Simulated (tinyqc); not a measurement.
Cyclotron resonance of ellipsoidal valleys, Si type: sweeps and comparisons. A value that a table varies takes the place of the one given here.

Valleys along [100], [010], [001] (each with its opposite partner), mass ml along the axis and mt across it. B lies in the (1-10) plane, b = (sin(theta)/sqrt2, sin(theta)/sqrt2, cos(theta)). For the angle phi between B and the axis, 1/mc^2 = cos^2(phi)/mt^2 + sin^2(phi)/(mt ml). Resonance: h nu = 2 muB B/mc, h = 2 pi hbar.

Constants: hbar = 6.58211957e-16 eV s; muB = 5.788381798e-05 eV/T.

Inputs chosen for the exercise (near those of Si; not measured data): ml = 0.948 m0 (longitudinal mass); mt = 0.195 m0 (transverse mass); ths = (0, 10, 25, 35, 55, 70, 90) degrees (angles); g1 = 4.28 (Luttinger gamma1); g2 = 0.34 (gamma2); g3 = 1.44 (gamma3); theta = 50 degrees (angle of B from [001] towards [110]); nu = 24 GHz (microwave frequency).

## Rotating the field

mc against theta; [100] and [010] stay equal in this plane.

Cyclotron masses (m0):

| theta (degrees) | [100] | [001] |
|---|---|---|
| 0 | 0.4300 | 0.1950 |
| 10 | 0.4180 | 0.1974 |
| 25 | 0.3708 | 0.2105 |
| 35 | 0.3362 | 0.2269 |
| 55 | 0.2838 | 0.2853 |
| 70 | 0.2614 | 0.3568 |
| 90 | 0.2511 | 0.4300 |

What can be read from the table?

All valleys give one line at theta = 54.7 degrees, B along [111], with mc = 0.2843. The [001] pair goes from mt to sqrt(ml mt), a factor 2.20; the other four only fall from sqrt(ml mt) to 0.2511, since their angle to B never drops below 45 degrees.

## Heavy and light holes (cyclotron masses of warped hole bands)

E = c k^2 f(n) with f = g1 -/+ 2 sqrt(g2^2 + 3 (g3^2 - g2^2)(nx^2 ny^2 + ny^2 nz^2 + nz^2 nx^2)). For the orbit through k = 0 perpendicular to b = (sin(theta)/sqrt2, sin(theta)/sqrt2, cos(theta)), mc is the mean of 1/f over the directions n in that plane (180 evenly spaced angles). Quantum effects of the lowest levels are left out.

Cyclotron masses (m0):

| theta (degrees) | heavy | light |
|---|---|---|
| 0 | 0.4170 | 0.1682 |
| 10 | 0.4300 | 0.1653 |
| 25 | 0.4862 | 0.1563 |
| 35 | 0.5297 | 0.1513 |
| 55 | 0.5673 | 0.1471 |
| 70 | 0.5571 | 0.1494 |
| 90 | 0.5439 | 0.1547 |

What does this show?

The heavy mass varies by 36 % over the table, with its largest listed value at 55 degrees ([111] lies at 54.7) and its smallest at 0; the light mass varies by 14.3 %. The warping term enters both with the same size, but it is set against a small inverse mass in one and a large one in the other (along [111], g1 - 2 g3 = 1.40 and g1 + 2 g3 = 7.16).

## What each parameter does

Resonance fields B = h nu mc/(2 muB) of the valleys [100] and [001]. Each row changes one parameter from the base and keeps the others.

Results:

| case | [100] (T) | [001] (T) |
|---|---|---|
| base | 0.2524 | 0.2288 |
| ml = 1.09 m0 | 0.2580 | 0.2323 |
| mt = 0.176 m0 | 0.2316 | 0.2088 |
| theta = 46 degrees | 0.2607 | 0.2178 |
| nu = 26.4 GHz | 0.2776 | 0.2517 |

What does this show?

The largest shifts from the base row, up to three for each result and ties (the steps differ in size, so this ranks the rows, not the parameters). [100] (T): nu +0.0252, mt -0.0208, theta +0.0083. [001] (T): nu +0.0229, mt -0.0200, theta -0.0110.

Run: tinyqc, `OMP_NUM_THREADS=1 python tinyqc.py 1281332 1281333 out.jsonl`; Intel(R) Xeon(R) Processor @ 2.30GHz, one thread, shared host; about 0.01 s of CPU time with all checks.
